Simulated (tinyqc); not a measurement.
Schottky barrier on an n-type semiconductor with a doping step, non-linear Poisson equation by Newton steps: two steps of the calculation.

One dimension, metal at x = 0, donor density C(x) = N1 for x < x1 and Nd beyond. Energies are counted from the electron Fermi level of the semiconductor and the conduction-band edge is Ec = -psi, so n = Nc exp(psi/Vt); holes follow the Fermi level of the metal, at -V, so p = Nv exp((V - psi - Eg)/Vt). Ends: psi(0) = V - phiB and psi = Vt ln(Nd/Nc) deep inside. Boltzmann statistics, full ionisation, no current, no image force in the Poisson equation.

Inputs (values chosen for the exercise); band and dielectric values those of a made-up semiconductor: temperature T = 450 K; band gap Eg = 1.5 eV; relative permittivity eps_r = 12.4; conduction-band density of states at T Nc = 9.57e17 cm^-3; valence-band density of states at T Nv = 1.41e19 cm^-3; donor density deep in the semiconductor Nd = 6.3e15 cm^-3; barrier height phiB = 0.69 eV; bias of the metal against the semiconductor V = -2.2 V.

Constants: q = 1.602176634e-19 C, kB = 1.380649e-23 J/K, Vt = kB T/q, eps0 = 8.8541878128e-14 F/cm where lengths are in cm. Results are converted to the units shown.

Problem 1. End potentials, built-in voltage, Debye length. psi_0 = V - phiB, psi_b = Vt ln(Nd/Nc), Vbi = phiB - Vt ln(Nc/Nd), LD = sqrt(eps0 eps_r Vt/(q Nd)), W = sqrt(2 eps0 eps_r (Vbi - V)/(q Nd)), hole density at the metal p_0 = Nv exp((phiB - Eg)/Vt).

Find: psi_0; psi_b; Vbi; LD; W for uniform Nd; p_0.

Solution 1.

psi_0 = -2.8900 V
psi_b = -0.19479 V
Vbi = 0.49521 V
LD = 64.946 nm
W for uniform Nd = 765.72 nm
p_0 = 1.1957e10 cm^-3

The hole density at the metal is 1.9e-6 times Nd, so holes hardly matter.

Problem 2. Newton step. Solve the tridiagonal system a_(i-1) d_(i-1) + b_i d_i + a_i d_(i+1) = -F_i for nodes 1 to 12, with d = 0 on fixed nodes. If the largest |d| exceeds 4 Vt, the whole step is scaled down so that it equals 4 Vt.

coupling a_i, interval 0 to 12 (F/cm^2): [2.4952711e-7, 2.1154514e-7, 1.7969219e-7, 1.5248879e-7, 1.2916698e-7, 1.0979193e-7, 9.3044008e-8, 7.8986999e-8, 6.6946298e-8, 5.6303553e-8, 4.7735621e-8, 4.2227665e-8, 3.4309978e-8]

```
node  diagonal b (F/cm^2)  residual F (C/cm^2)
1           -4.6107225e-7        -4.3559418e-9
2           -3.9123733e-7        -5.1326530e-9
3           -3.3218098e-7        -6.0456293e-9
4           -2.8165577e-7                    0
5           -2.3895890e-7       -2.9192858e-19
6           -2.0283606e-7       -4.7078797e-15
7           -1.7254643e-7       -1.9987016e-11
8           -2.8207108e-7        -3.8021770e-9
9           -5.9047907e-7        -2.7610557e-9
10          -6.5716569e-7                   ~0
11          -7.2768562e-7                   ~0
12          -8.3139265e-7                   ~0
```

psi at the start, node 0 to 13 (V): [-2.8900000, -2.5891544, -2.2571724, -1.8980792, -1.5189768, -1.1327689, -0.7634464, -0.4458926, -0.2360346, -0.1947917, -0.1947917, -0.1947917, -0.1947917, -0.1947917]

Wanted: Newton step d, before damping; psi after iteration 1.

Solution 2.

Newton step d, before damping, node 1 to 12 (V): [-0.05452, -0.09824, -0.12114, -0.10849, -0.09355, -0.07597, -0.05523, -0.03090, -0.00825, -0.00071, -0.00005, 0.00000]
psi after iteration 1, node 0 to 13 (V): [-2.8900, -2.6437, -2.3554, -2.0192, -1.6275, -1.2263, -0.8394, -0.5011, -0.2669, -0.2030, -0.1955, -0.1948, -0.1948, -0.1948]

Computed by the program tinyqc: `OMP_NUM_THREADS=1 python tinyqc.py 2020111 2020112 out.jsonl`, one thread of a shared Intel Xeon 2.30GHz, about 0.06 s for the whole run.

~0 in a residual or rate marks an entry under 1e-11 of the largest of its column.
